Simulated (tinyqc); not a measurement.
# Read current of a NAND string, cells in series solved by shooting: effects of single changes

Cells in series, numbered from 0 at the source line (0 V) to the bit line, each followed by a gap resistance Rg. A cell with gate Vg, threshold VT, source Vs and drain Vd passes I = 2 nf K Vt^2 [F(Vs) - F(Vd)]/(1 + th max(Vg - VT, 0)), F(V) = ln^2(1 + exp((Vg - VT - nf V)/(2 nf Vt))). The selected cell has Vg = Vr, the others Vg = Vp.

Parameters, values chosen for the exercise; values of the order met in vertical NAND strings:

| symbol | value | unit | meaning |
|---|---|---|---|
| T | 358 | K | temperature |
| K | 6.6 | uA/V^2 | gain factor of a cell |
| nf | 2.4 |  | slope factor |
| th | 0.14 | 1/V | mobility reduction factor |
| Rg | 2.3 | kohm | resistance of the gap between cells |
| Vbl | 0.4 | V | bit-line voltage |
| Vp | 6.7 | V | pass voltage |
| Ve | -2.2 | V | threshold of an erased cell |
| Vh | 4 | V | threshold of the highest state |
| Vx | 2 | V | threshold of the selected cell |
| Is | 20 | nA | sensing current |
| Vr | 3.88 | V | read voltage on the selected word line |

Constants: q = 1.602176634e-19 C, kB = 1.380649e-23 J/K, Vt = kB T/q. Results are converted to the units shown.

Each table varies one quantity; the others keep the values above.

## Read current against the number of cells

For a trial current I start at 0 V and, cell by cell, solve for the drain: sqrt(F(Vd)) = sqrt(F(Vs) - I/k), k = 2 nf K Vt^2/(1 + th max(Vg - VT, 0)), Vd = [Vg - VT - 2 nf Vt ln(exp(sqrt F) - 1)]/nf, then add I Rg. The string current is the I for which the last node reaches Vbl. The apparent threshold is the Vr at which I = Is. Background: all other cells erased (VT = Ve) or all in the highest state (VT = Vh); ratio and shift are high over erased and high minus erased. The selected cell is in the middle, cell n/2.

Read current against the number of cells:
```
n,"I, others erased (uA)","I, others high (uA)",ratio,"apparent VT, erased (V)","apparent VT, high (V)",background shift (mV)
8,0.9077,0.4917,0.5417,2.042,2.050,7.660
16,0.5124,0.2526,0.4930,2.050,2.066,15.40
32,0.2734,0.1280,0.4682,2.066,2.097,31.13
64,0.1414,0.06442,0.4557,2.098,2.162,63.64
96,0.09532,0.04304,0.4516,2.130,2.228,97.79
128,0.07190,0.03232,0.4495,2.162,2.297,134.8
192,0.04821,0.02157,0.4474,2.226,2.529,302.4
```

With erased neighbours the current falls from 0.908 to 0.0482 uA, as n^(-0.83) between the first two rows and n^(-0.99) between the last two (-1 once the series resistance rules). The ratio falls from 0.542 to 0.447 and the background shift rises from 7.66 to 302 mV.

## Effect of the bit-line voltage

Same model as above.

The string has 128 cells and the selected one is cell 64.

Results:
```
Vbl (V),"I, others erased (uA)","I, others high (uA)",ratio,"apparent VT, erased (V)","apparent VT, high (V)",background shift (mV)
0.3,0.05474,0.02552,0.4663,2.162,2.320,158.2
0.4,0.07190,0.03232,0.4495,2.162,2.297,134.8
0.5,0.08850,0.03824,0.4321,2.162,2.295,133.2
0.6,0.1045,0.04330,0.4143,2.162,2.295,133.1
0.8,0.1347,0.05079,0.3769,2.162,2.295,133.1
```

Estimate the missing row, Vbl = 0.7 V.

Computed row:
```
Vbl (V),"I, others erased (uA)","I, others high (uA)",ratio,"apparent VT, erased (V)","apparent VT, high (V)",background shift (mV)
0.7,0.1199,0.04748,0.3959,2.162,2.295,133.1
```

With this row back in the table: As Vbl goes from 0.3 to 0.8 V, the current with erased neighbours rises from 0.0547 to 0.135 uA, that with high neighbours rises from 0.0255 to 0.0508 uA and the ratio falls from 0.466 to 0.377. The background shift falls from 158 to 133 mV.

Computed by the program tinyqc: `OMP_NUM_THREADS=1 python tinyqc.py 2142038 2142039 out.jsonl`, one thread of a shared Intel Xeon 2.30GHz, about 0.7 s for the whole run.
